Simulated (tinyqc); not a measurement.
Inside a calculation. Method: extended Hueckel theory, for H6. One step of it, computed by the program tinyqc.

Problem. Mulliken analysis. P = C n C^T; charge = valence electrons (H 1) minus the sum of (P S)_ii on the atom; overlap population = 2 sum P_ij S_ij between two atoms.

coefficients:
```
            MO1        MO2        MO3        MO4        MO5        MO6
1H 1s  0.196824  -0.372114  -0.432637   0.683214  -0.822562   0.558548
2H 1s  0.269277  -0.380702  -0.230830  -0.479763   0.976154  -0.900282
3H 1s  0.336752  -0.109440   0.436897  -0.657111  -0.301456   1.235207
4H 1s  0.336703   0.108841   0.437261   0.658463  -0.297114  -1.234973
5H 1s  0.269214   0.381025  -0.230402   0.476790   0.977423   0.901550
6H 1s  0.196939   0.372628  -0.431681  -0.680743  -0.825322  -0.560376
```

occupations: 2.000000  2.000000  2.000000  0.000000  0.000000  0.000000

overlap S, lower triangle:
```
          1H 1s     2H 1s     3H 1s     4H 1s     5H 1s     6H 1s
1H 1s  1.000000
2H 1s  0.652091  1.000000
3H 1s  0.147461  0.430407  1.000000
4H 1s  0.042500  0.147703  0.652776  1.000000
5H 1s  0.005446  0.022211  0.147461  0.429842  1.000000
6H 1s  0.001190  0.005457  0.042500  0.147461  0.652776  1.000000
```

Give: charges; Overlap populations.

Solution.

charges: 1H -0.0751, 2H 0.0633, 3H 0.0118, 4H 0.0116, 5H 0.0631, 6H -0.0747

Overlap populations:

| pair | value |
|---|---|
| 2-1 | 0.768242 |
| 3-1 | -0.048375 |
| 3-2 | 0.054223 |
| 4-1 | -0.027779 |
| 4-2 | -0.030546 |
| 4-3 | 0.763778 |
| 5-1 | 0.000237 |
| 5-2 | -0.001722 |
| 5-3 | -0.030497 |
| 5-4 | 0.053937 |
| 6-1 | 0.000413 |
| 6-2 | 0.000236 |
| 6-3 | -0.027720 |
| 6-4 | -0.048302 |
| 6-5 | 0.768864 |
